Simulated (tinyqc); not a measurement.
Probe couplings from its potential.

Inverse problem. One voltage probe p sits between leads L (mu = 1) and R (mu = 0) without magnetic field: mu_p = T_pL/(T_pL + T_pR), T_eff = T_RL + T_pL T_pR/(T_pL + T_pR). Find T_pL and T_pR.

T_RL = 0.41
mu_p = 0.44444444
T_eff = 0.47666667

Solution. T_eff - T_RL equals T_pL (1 - mu_p) and also T_pR mu_p.

T_pL = 0.120
T_pR = 0.150

Program tinyqc, `OMP_NUM_THREADS=1 python tinyqc.py 2700041 2700042 out.jsonl`; Intel Xeon 2.30GHz, shared host, one thread, about 0.01 s.
